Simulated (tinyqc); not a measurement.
Gaussian against the exact two-step profile: two-step dopant diffusion (predeposition and drive-in) with a constant diffusivity. Computed by tinyqc, a small Python program. Command: `OMP_NUM_THREADS=1 python tinyqc.py 3014813 3014814 out.jsonl dopdiff walk`. One thread of a shared host (Intel(R) Xeon(R) Processor @ 2.30GHz), about 0.04 s of CPU time with the checks.

Fick diffusion into a half space x > 0 whose background doping C_B is of the opposite type, so that a junction lies where C = C_B.

Inputs (values chosen for the exercise, modelled on boron in silicon): prefactor D0 = 1.13 cm^2/s; activation energy E = 3.52 eV; surface concentration C_s = 2.4e+19 1/cm^3; background doping C_B = 2.6e+14 1/cm^3; predeposition temperature T1 = 1050 C; predeposition time t1 = 10 min; drive-in temperature T2 = 1050 C; drive-in time t2 = 20 min; ramp rate = 20 C/min; stand-by temperature = 800 C.

Furnace ramps of the drive-in: linear ramps.

Constants: k_B = 8.617333262e-05 eV/K.

Method:
- D = D0 exp(-E/(k_B T)).
- Temperatures in kelvin are T(C) + 273.15.
- Times in seconds are 60 times the minutes.
- One ramp between the stand-by temperature and T2 adds int D dT / rate (40-point Gauss-Legendre); the usual estimate counts it as an extra time k_B T2^2/(E rate) at T2. (Dt)2 = D2 t2 + two ramps, times in seconds.
- C = C_s erfc(x/(2 sqrt(D1 t1))); dose Q = 2 C_s sqrt(D1 t1/pi); the junction solves erfc(z) = C_B/C_s with x_j = 2 z sqrt(D1 t1).
- With a sealed surface and a thin source, C = Q/sqrt(pi (Dt)2) exp(-x^2/(4 (Dt)2)); x_j = 2 sqrt((Dt)2 ln(C(0)/C_B)); gradient at the junction |dC/dx| = C_B x_j/(2 (Dt)2).
- Exact two-step profile: C = (2 C_s/pi) int_0^alpha exp(-beta (1 + u^2))/(1 + u^2) du with alpha = sqrt(D1 t1/(Dt)2), beta = x^2/(4 (D1 t1 + (Dt)2)).
- The integral takes 48 Gauss-Legendre points; solve C(x) = C_B.
- Gaussian: C = Q/sqrt(pi (Dt)2) exp(-x^2/(4 (Dt)2)).
- Depths are fractions of the Gaussian x_j.

surface concentration C(0) (Gaussian) = 9.85626e+18 1/cm^3

junction depth x_j = 0.518559 um

drive-in budget (Dt)2 = 6.37638e-11 cm^2

product D1 t1 = 2.65348e-11 cm^2

exact junction depth = 0.591186 um

Profiles:
```
x/x_j   x (um)  Gaussian (1/cm^3)  exact (1/cm^3)   ratio
0.0    0.00000         9.8563e+18      8.7535e+18  1.1260
0.2    0.10371         6.4649e+18      6.2637e+18  1.0321
0.4    0.20742         1.8244e+18      2.3117e+18  0.7892
0.6    0.31114         2.2150e+17      4.4873e+17  0.4936
0.8    0.41485         1.1570e+16      4.6977e+16  0.2463
1.0    0.51856         2.6000e+14      2.7114e+15  0.0959
1.2    0.62227         2.5138e+12      8.7396e+13  0.0288
```

With D1 t1/(Dt)2 = 0.42, the Gaussian is 13 % high at the surface and 90 % low at its own junction; the exact junction lies at 0.5912 um, 14 % deeper. The dose is the same, but the real source already has a width, which carries into the tail. Caution: the drive-in budget is under fifteen times D1 t1, so the source is not thin and the Gaussian junction is too shallow. Caution: the surface value exceeds the intrinsic carrier density during the drive-in as well. Caution: C_s exceeds the intrinsic carrier density of silicon at the predeposition temperature (2e18 to 1e19 per cm^3), where real diffusivities rise with concentration and profiles turn box-like.
